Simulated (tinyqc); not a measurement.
Worked calculation: two coupled magnetic layers: synthetic antiferromagnet, spin flop, exchange bias and magnetoresistance. Computed by tinyqc, a small Python program that keeps every step. Command: `OMP_NUM_THREADS=1 python tinyqc.py 3017170 3017171 out.jsonl saf walk`. One thread of a shared host (Intel(R) Xeon(R) Processor @ 2.30GHz), about 0.4 s of CPU time with the checks. Intermediate numbers are printed to about 5 digits and carried at full precision; extremes and crossings named in words are read from the listed rows.

Moments lie in the plane at the angles p1, p2 from the field. Energy per area: E = J1 cos(p1 - p2) + J2 cos^2(p1 - p2) - B M_s (t1 cos p1 + t2 cos p2) + K (t1 sin^2 p1 + t2 sin^2 p2).

Inputs (values chosen for the exercise, for a model stack): saturation magnetisation M_s = 1350 kA/m; thickness t1 = 2.6 nm; thickness t2 = 1.5 nm; antiferromagnetic coupling J1 = 0.087 mJ/m^2; biquadratic coupling J2 = 0 mJ/m^2; in-plane anisotropy K = 4.6 kJ/m^3; field over the saturation field = 0.87; spin polarisation P1 = 0.62; spin polarisation P2 = 0.51; resistance-area product, parallel = 24 ohm micrometre^2; exchange-bias energy J_ex = 0.23 mJ/m^2.

Field direction: along the easy axis.

## Saturation field

The parallel state is stable while the Hessian at p1 = p2 = 0 is positive: with c = J1 + 2 J2 and u = B M_s + 2K, (u t1 - c)(u t2 - c) > c^2, so B_sat M_s = c (1/t1 + 1/t2) - 2K. B_K = 2K/M_s.

exchange field c (1/t1 + 1/t2)/M_s = 67.749 mT

B_K = 6.8148 mT

saturation field B_sat = 60.934 mT

applied field B = 53.013 mT

## Limit of the antiparallel state

With p1 = 0, p2 = 180 degrees and c2 = J1 - 2 J2 the Hessian is [[c2 + t1 (2K + b), -c2], [-c2, c2 + t2 (2K - b)]], b = B M_s; its determinant vanishes at the positive root of t1 t2 b^2 - c2 (t1 - t2) b - [2K c2 (t1 + t2) + 4 K^2 t1 t2] = 0.

stability limit B_sf of the antiparallel state = 33.393 mT

Net moment and anisotropy together hold the collinear state up to 0.55 B_sat.

## Equilibrium at the field B

The lowest minimum of E over both angles (from five starts; of two mirror images the one with p1 >= 0, and for equal layers |p1| <= |p2|).

p1 = 21.869 degrees

p2 = -41.219 degrees

m/m_sat along B = 0.86371

energy = -0.20940 mJ/m^2

The moments are canted, 63.1 degrees apart.

## Tunnel magnetoresistance against a free layer along B

Julliere: TMR = 2 P1 P2/(1 - P1 P2). Conductance G(theta) = G0 (1 + P1 P2 cos theta), so RA(theta) = RA_P (1 + P1 P2)/(1 + P1 P2 cos theta); theta = p2 for the layer next to the barrier.

TMR = 92.483 %

RA, antiparallel = 46.196 ohm micrometre^2

RA at this field = 25.519 ohm micrometre^2

## Pinning of a single layer

A layer t1 on an antiferromagnet is shifted by B_ex = J_ex/(M_s t1).

bias field, single layer = 65.527 mT

## Pinning of the pair

A rigid antiparallel pair has the net moment M_s (t1 - t2), so the same J_ex holds it up to J_ex/(M_s (t1 - t2)).

bias field, rigid pair = 154.88 mT

Caution: at such fields the pair is no longer rigid.

## Magnetisation curve

The formulas are those given above.

Equilibrium states:
```
B/B_sat  B (mT)  p1 (degrees)  p2 (degrees)  m/m_sat
0.02      1.219         0.000       -180.00   0.2683
0.06      3.656         0.000       -180.00   0.2683
0.12      7.312         0.000       -180.00   0.2683
0.20     12.187         0.000       -180.00   0.2683
0.30     18.280         0.000       -180.00   0.2683
0.45     27.421         0.000       -180.00   0.2683
0.60     36.561        29.300        -93.64   0.5298
0.80     48.748        26.372        -53.06   0.7880
0.95     57.888        13.865        -24.72   0.9480
1.10     67.028         0.000          0.00   1.0000
```

The collinear state is the lowest in 6 row(s), with m/m_sat = (t1 - t2)/(t1 + t2) = 0.268; then the moments are canted and close at B_sat. The largest gap between m/m_sat and B/B_sat in the canted rows is 0.070.

Checks made by the program: the energy against a grid over both angles (relative difference 5e-08).
